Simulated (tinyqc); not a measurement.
Liquidus of a compound AB in a simple-solution melt, liquid-phase epitaxy and vapour pressures. Changing the growth time t. Computed by tinyqc, a small Python program. Command: `OMP_NUM_THREADS=1 python tinyqc.py 3021762 3021763 out.jsonl liq35 sweep`. One thread of a shared host (Intel(R) Xeon(R) Processor @ 2.30GHz), about 0.02 s of CPU time with the checks.

x is the atom fraction of B in the melt. The melt is a simple solution: R T ln gamma_B = W (1 - x)^2, R T ln gamma_A = W x^2, W = a + b T. The solid AB is stoichiometric.

Inputs (values chosen for the exercise, for a model compound): melting point T_F = 1221 K; entropy of fusion S_F = 54.3 J/(mol K); interaction a = 17.6 kJ/mol; interaction slope b = -43 J/(mol K); saturation temperature T = 918 K; step dT = 4.4 K; cooling rate c = 1.3 K/min; diffusivity in the melt D = 3.9e-05 cm^2/s; molar volume of the melt V_L = 16.7 cm^3/mol; lattice constant a0 = 6.058 angstrom; melt depth w = 9.3 mm.

Growth programme: supercooling (step, then ramp).

Constants: R = 8.314462618 J/(mol K); N_A = 6.02214076e+23 1/mol; k_B = 8.617333262e-05 eV/K.

Method:
- Liquidus (Vieland): f(x) = R T ln[4 x (1 - x)] + 2 W (1/2 - x)^2 + S_F (T_F - T) = 0.
- Newton steps with f' = (1 - 2x)[R T/(x (1 - x)) - 2 W], from the dilute estimate x = (1/4) exp[-(S_F (T_F - T) + W/2)/(R T)]; stop below 1e-13; f under 1e-6 shown as 0.
- dx/dT = -(df/dT)/f', df/dT = R ln[4 x (1 - x)] + 2 b (1/2 - x)^2 - S_F, f' = (1 - 2x)[R T/(x (1 - x)) - 2 W]. Concentrations: C_L = x N_A/V_L in the melt, C_S = 4/a0^3 in the solid; m = dT/dC_L.
- Semi-infinite melt (Hsieh): step d = 2 dT sqrt(D t/pi)/(C_S m); ramp d = (4/3) c sqrt(D/pi) t^(3/2)/(C_S m); supercooling is their sum. A melt of depth w can give at most w (undercooling)/(C_S m).

One run for each value:
```
growth time t (min)  thickness d (micrometre)  largest thickness from this melt (micrometre)  sqrt(D t)/w
0.1                                1.0385e+00                                           56.5      0.01645
0.22                               1.5760e+00                                           58.4      0.02440
0.49                               2.4719e+00                                           62.8      0.03641
1.1                                4.1095e+00                                           72.7      0.05455
2.4                                7.3476e+00                                           93.8      0.08058
5.4                                1.5444e+01                                          142.4      0.12087
12                                 3.7525e+01                                          249.4      0.18018
27                                 1.0573e+02                                          492.6      0.27028
60                                 3.1976e+02                                         1027.6      0.40290
```

What does the table show, and why?

Over the rows, thickness d (micrometre) rises from 1.04 to 320 (exponent d ln y / d ln x 0.53 between the first rows and 1.4 between the last); largest thickness from this melt (micrometre) rises from 56.5 to 1030 (exponent d ln y / d ln x 0.043 between the first rows and 0.92 between the last); sqrt(D t)/w rises from 0.0164 to 0.403 (exponent d ln y / d ln x about 0.50 throughout). At the low end the exponent of thickness d is 0.53, close to 0.50: step cooling.

Caution (rows 27.0, 60.0): over so large an undercooling the liquidus slope is not constant.

Extremes, crossings and ranges named in words are read from the listed rows.
